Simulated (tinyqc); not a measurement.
Single-domain magnet: Stoner-Wohlfarth switching, Neel-Arrhenius retention, LLG dynamics and spin torque: one step, computed by the program tinyqc. Command: `OMP_NUM_THREADS=1 python tinyqc.py 3022524 3022525 out.jsonl macro walk`. One thread of a shared host (Intel(R) Xeon(R) Processor @ 2.30GHz), about 0.01 s of CPU time with the checks.

The moment is uniform, with unit vector m; z is the easy axis. mu_0 = 1.25663706212e-6 T m/A, gamma = 1.76085963023e11 rad/(s T).

Problem. Exact time to the equator. The polar equation dm_z/dt = -(1 - m_z^2)(i - m_z)/tau_D, i = I/I_c0, integrates to t = tau_D [F(cos theta_0) - F(0)], F(z) = -ln(1 - z)/(2 (i - 1)) + ln(1 + z)/(2 (i + 1)) + ln(i - z)/(i^2 - 1), theta_0 = 1/sqrt(2 Delta).

Inputs (values chosen for the exercise, for a model magnet): temperature T = 77 K; drive I/I_c0 = 2.8.

Shape: thin disc, easy axis normal to it.

stability factor Delta = 387.5641

tau_D = 0.4161802 ns

Give: time to m_z = 0.

Solution.

time to m_z = 0 = 0.86035 ns

Caution: a flat cylinder has a smaller N_z than the spheroid of the same t/d, so K_eff of a real disc is larger.
